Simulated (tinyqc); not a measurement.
## Trench capacitor in an array: capacitance, non-linearity, leakage and relaxation: cell against the aspect ratio

A film between two metal electrodes, each interface adding a series capacitance ci. The small-signal permittivity is ek (1 + aq E^2); the field is found with the linear permittivity. Leakage J = J0 sinh(E/Ef). After a voltage step the film passes a relaxation current kr C V tt^(-nr), tt being the time in seconds. The sidewall is a coaxial capacitor with radii a = dm/2 - t and b = dm/2, depth AR dm; the end face is left out.

Per length 1/c = ln(b/a)/(2 pi eps0 ek) + (1/a + 1/b)/(2 pi ci); cell capacitance c AR dm; per footprint over pt^2; fields c V/(2 pi eps0 ek r) at r = a and b; resistance of the inner electrode rho AR dm/(pi a^2); time constant R C/3 of the distributed line.

Parameters, values chosen for the exercise; permittivity of the order of that of tantalum oxide: relative permittivity of the film ek = 26.1; film thickness t = 26 nm; capacitance of each electrode interface (dead layer and screening) ci = 1000 uF/cm^2; bias V = 2.2 V; diameter of the hole dm = 130 nm; pitch of the square array pt = 210 nm; resistivity of the inner electrode rho = 380 uohm cm.

Constants: eps0 = 8.8541878128e-14 F/cm where lengths are in cm. Results are converted to the units shown.

The same in every row: field at a (MV/cm) = 1.102; field at b (MV/cm) = 0.6614.

Cell against the aspect ratio:
```
AR   cell capacitance (fF)  per footprint (uF/cm^2)  R (kohm)  R C/3 (ps)
5                    1.844                    4.182    0.5169      0.3178
10                   3.688                    8.364     1.034       1.271
20                   7.377                    16.73     2.068       5.084
30                   11.07                    25.09     3.101       11.44
50                   18.44                    41.82     5.169       31.78
70                   25.82                    58.55     7.237       62.28
100                  36.88                    83.64     10.34       127.1
```

As AR goes from 5 to 100, the cell capacitance rises from 1.84 to 36.9 fF, the capacitance per footprint rises from 4.18 to 83.6 uF/cm^2, the ratio of the two fields stays at 1.67 and R C/3 rises from 0.318 to 127 ps; the time constant goes as AR^(2.00) between the first two rows and AR^(2.00) between the last two.

tinyqc, about 0.01 s, one thread, Intel Xeon 2.30GHz (shared host): `OMP_NUM_THREADS=1 python tinyqc.py 2102030 2102031 out.jsonl`
